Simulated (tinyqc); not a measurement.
Which mechanism rules? Model: leakage currents through a thin dielectric. Computed by tinyqc, a small Python program. Command: `OMP_NUM_THREADS=1 python tinyqc.py 3029785 3029786 out.jsonl leak walk`. One thread of a shared host (Intel(R) Xeon(R) Processor @ 2.30GHz), about 0.01 s of CPU time with the checks.

Electrons leave an electrode with Fermi energy E_F above its band bottom; barriers are counted from the Fermi level, and both electrodes are alike.

Inputs (values chosen for the exercise, modelled on Si3N4): barrier height phi_B = 2.12 eV; tunnelling mass m = 0.44 m_0; optical permittivity k_o = 3.81; trap depth phi_t = 1.5 eV; Poole-Frenkel prefactor sigma_0 = 4.9e-05 S/cm; thickness t = 5.8 nm; electrode Fermi energy E_F = 6.3 eV; electrode mass m_e = 0.3 m_0; voltage V = 1.4 V; temperature T = 358 K.

Stack: single layer.

Constants: e = 1.602176634e-19 C; eps_0 = 8.8541878128e-12 F/m; k_B = 8.617333262e-05 eV/K; m_0 = 9.1093837015e-31 kg; k_B = 1.380649e-23 J/K; h = 6.62607015e-34 J s; hbar = 1.054571817e-34 J s.

Method:
- Field F = V/t; equivalent oxide thickness 3.9 t/k.
- WKB: a layer of mass m, field F and barrier b(x) = b_0 - e F x gives the exponent (4 sqrt(2 m)/(3 hbar e F)) [b_0^(3/2) - max(b_0 - e F t, 0)^(3/2)] for b_0 > 0; b_0 = barrier - (E - E_F); the transmission is D(E) = exp(-sum of exponents), without image force.
- Tsu-Esaki: J = (e m_e k_B T/(2 pi^2 hbar^3)) int D(E) ln[(1 + exp((E_F - E)/k_B T))/(1 + exp((E_F - eV - E)/k_B T))] dE over the normal energy E (its change with the mass at an interface is neglected) from max(0, E_F - 3 eV) to E_F + largest barrier, by 100 Gauss-Legendre points in each part, split at E_F - 0.3 eV (if inside the range) and E_F + 8 k_B T.
- Schottky emission J = A T^2 exp(-(phi_B - sqrt(e^3 F/(4 pi k_o eps_0)))/k_B T), A = 4 pi e m k_B^2/h^3 with the tunnelling mass; Poole-Frenkel J = sigma_0 F exp(-(phi_t - sqrt(e^3 F/(pi k_o eps_0)))/k_B T); both use the field F of the dielectric.

Current densities (A/cm^2):
```
V (V)  F (MV/cm)  tunnelling    Schottky  Poole-Frenkel
0.28      0.4828  2.8705e-17  7.7282e-22     1.1498e-16
0.49      0.8448  1.2937e-16  3.1772e-21     3.4009e-15
0.70      1.2069  6.0653e-16  9.8432e-21     4.6633e-14
0.98      1.6897  5.3216e-15  3.4994e-20     8.2516e-13
1.20      2.0690  3.2788e-14  8.3773e-20     5.7904e-12
1.40      2.4138  1.9113e-13  1.7319e-19     2.8872e-11
1.70      2.9310  3.5891e-12  4.6988e-19     2.5808e-10
2.10      3.6207  5.9270e-10  1.5636e-18     3.5302e-09
```

What does the comparison show, and why?

The largest current is Poole-Frenkel from 0.280 to 2.10 V. Over the table tunnelling grows by 7.3 decades, Schottky by 3.3 and Poole-Frenkel by 7.5. A plot of ln(J/F) against sqrt(F) for the Poole-Frenkel column has the slope 12.60 per sqrt(MV/cm), from which k_o follows; reading it as Schottky emission would give about k_o/4.

Extremes, crossings and ranges named in words are read from the listed rows.
